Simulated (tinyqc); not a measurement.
On-chip interconnect, size-dependent resistivity and RC delay: two steps of the calculation.

A rectangular line between two neighbours and two ground planes. Surface and grain-boundary scattering are added to the bulk resistivity as corrections; capacitances are parallel-plate values without fringing; inductance is ignored.

Values chosen for this exercise; metal values close to those of copper: bulk resistivity rho0 = 1.63 uohm cm; bulk mean free path lam = 40.1 nm; specular share of surface scattering ps = 0; reflection coefficient of grain boundaries Rg = 0.33; grain size over the metal width gr = 1.5; drawn line width wd = 57 nm; aspect ratio, height over width AR = 1.8; liner on both walls and the bottom, not conducting tl = 1.6 nm; space to the neighbouring lines sp = 110 nm; dielectric height to the planes above and below hd = 110 nm; relative permittivity of the dielectric ek = 2.5; Miller factor of the neighbours Mf = 0; driver resistance Rd = 830 ohm; time step dt = 0.26 ps.

Constants: eps0 = 8.8541878128e-12 F/m. Results are converted to the units shown.

Problem 1. Resistivity, resistance and capacitance per length. Metal width x = wd - 2 tl, height y = AR wd - tl; grain boundaries (Mayadas-Shatzkes): al = (lam/(gr x)) Rg/(1 - Rg), g = 1/[1 - 3 al/2 + 3 al^2 - 3 al^3 ln(1 + 1/al)] - 1; surfaces (Fuchs-Sondheimer, thick limit): s = (3/8) lam (1 - ps)(1/x + 1/y); rho = rho0 (1 + g + s); r = rho/(x y); c = eps0 ek (2 wd/hd + 2 Mf AR wd/sp).

Find: x; y; al; g; s; rho; r; c.

Solution 1.

x = 53.800 nm
y = 101.00 nm
al = 0.24474
g = 0.34943
s = 0.42839
rho = 2.8979 uohm cm
r = 5.3330 ohm/um
c = 0.022940 fF/um

Problem 2. Node voltages after a time step. A 1 V step is applied behind Rd at t = 0. C dv/dt = -G v + b, with G the conductance matrix of the ladder (1/Rs between neighbours, 1/Rd added at node 0) and b = (1 V/Rd, 0, ...). Backward Euler step: (C/dt + G) v(new) = (C/dt) v + b.

Rs = 28.950714 ohm

```
node       C (fF)  v at t = 1 dt (V)
0     0.062266788         0.28241230
1      0.12453358         0.25934063
2      0.12453358         0.23986515
3      0.12453358         0.22371581
4      0.12453358         0.21066866
5      0.12453358         0.20054278
6      0.12453358         0.19319777
7      0.22226679         0.18853176
```

Give: v at t = 2 dt.

Solution 2.

v at t = 2 dt, node 0 to 7 (V): 0.4415  0.4231  0.4070  0.3932  0.3817  0.3727  0.3660  0.3617

Numbers from tinyqc (`OMP_NUM_THREADS=1 python tinyqc.py 2100174 2100175 out.jsonl`; about 0.01 s on one thread of a shared Intel Xeon 2.30GHz).
